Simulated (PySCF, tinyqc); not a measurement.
G0W0 on RHF in the sto-3g basis, for H4, spin multiplicity 1, step by step. The lowest restricted solution is unstable here: a spin-polarised one lies 0.0525 hartree lower (PySCF). One step of it, computed by the program tinyqc.

Task: Screening: direct RPA. With D = e_a - e_i and K = (ia|jb): diagonalise D^(1/2) (D + 4K) D^(1/2) = Z w^2 Z^T; X + Y = D^(1/2) Z w^(-1/2), each column of Z with its largest component positive (the first on a tie); E_c = (sum w - tr (D + 2K)) / 2.

orbital energies (hartree): MO1 -0.488910, MO2 -0.294708, MO3 0.218994, MO4 0.419027

Two-electron integrals over orbitals (pq|rs), unique and non-zero (hartree):
```
(11|11) 0.433687   (21|21) 0.154791   (22|11) 0.432036   (22|22) 0.439200
(31|31) 0.120645   (32|32) 0.095536   (33|11) 0.427332   (33|22) 0.429198
(33|33) 0.435573   (41|32) 0.093178   (41|41) 0.090910   (42|31) 0.125731
(42|42) 0.135603   (43|21) 0.158030   (43|43) 0.172546   (44|11) 0.433127
(44|22) 0.441051   (44|33) 0.442878   (44|44) 0.455484
```

Give: D^(1/2) (D + 4K) D^(1/2); excitation energies w; X + Y; RPA correlation energy.

Result:

D^(1/2) (D + 4K) D^(1/2) (hartree^2), order 1>3, 1>4, 2>3, 2>4:
$$\begin{pmatrix}
0.843 & 0.000 & 0.000 & 0.357 \\
0.000 & 1.155 & 0.255 & 0.000 \\
0.000 & 0.255 & 0.460 & 0.000 \\
0.357 & 0.000 & 0.000 & 0.897
\end{pmatrix}$$

excitation energies w (hartree): [0.614, 0.715, 1.108, 1.113]

X + Y, order 1>3, 1>4, 2>3, 2>4:
$$\begin{pmatrix}
0.000 & 0.730 & 0.544 & 0.000 \\
-0.378 & 0.000 & 0.000 & 0.859 \\
0.869 & 0.000 & 0.000 & 0.211 \\
0.000 & -0.679 & 0.588 & 0.000
\end{pmatrix}$$

RPA correlation energy = -0.08951 hartree
